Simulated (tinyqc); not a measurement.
# Memristor with linear dopant drift: what changes with what

A film of thickness D has a doped share x: R = Ron x + Roff (1 - x), i = v/R, dx/dt = k i F with k = mv Ron/D^2 and F = 1 (no window). The drive is v = V0 sin(2 pi f t). The model has no threshold and no heating.

Inputs (values chosen for the exercise): resistance of the fully doped film Ron = 50 ohm; resistance of the undoped film Roff = 10000 ohm; film thickness D = 5 nm; dopant mobility mv = 1.8e-14 m^2/(V s); doped share at t = 0 x0 = 0.24; amplitude V0 = 0.6 V; frequency f = 3.7 Hz.

Each table varies one quantity; the others keep the values above.

## Effect of the doped share at t = 0 on the first half period

The equation is integrated to convergence over the first half period; the lobe area is the integral of i dv, down branch less up branch.

Results:
```
x0    x at half period  R0/R(half period)  peak i (uA)  lobe area (uW)
0.02            0.2325              1.275        68.62           3.319
0.11            0.3511              1.369        77.86           4.849
0.15            0.4071              1.430        83.00           5.874
0.2             0.4811              1.536        90.75           7.676
0.24            0.5449              1.663        98.44           9.797
```

Estimate the missing row, x0 = 0.06.

Computed row:
```
x0    x at half period  R0/R(half period)  peak i (uA)  lobe area (uW)
0.06            0.2842              1.311        72.40           3.898
```

With this row back in the table: As x0 goes from 0.02 to 0.24, x at half period rises from 0.233 to 0.545, the resistance ratio rises from 1.28 to 1.66 and the lobe area rises from 3.32 to 9.80 uW.

## Effect of the frequency on the first half period

Same model as above.

Results:
```
f (Hz)  x at half period  R0/R(half period)  peak i (uA)  lobe area (uW)
3.7               0.5449              1.663        98.44           9.797
6.3               0.4001              1.265        88.04           4.116
18                0.2919              1.073        81.59           1.147
30                0.2707              1.042        80.44          0.6593
52                0.2576              1.024        79.74          0.3706
87                0.2505              1.014        79.37          0.2184
150               0.2460              1.008        79.13          0.1256
```

Estimate the missing row, f = 11 Hz.

Computed row:
```
f (Hz)  x at half period  R0/R(half period)  peak i (uA)  lobe area (uW)
11                0.3271              1.128        83.58           2.017
```

With this row back in the table: As f goes from 3.7 to 150 Hz, x at half period falls from 0.545 to 0.246, the resistance ratio falls from 1.66 to 1.01 and the lobe area falls from 9.80 to 0.126 uW. Between the last two rows the area goes as f^(-1.02): at high frequency too little charge passes, and the loop closes to the line of a fixed resistor.

Numbers from tinyqc (`OMP_NUM_THREADS=1 python tinyqc.py 2880114 2880115 out.jsonl`; about 0.2 s on one thread of a shared Intel Xeon 2.30GHz).
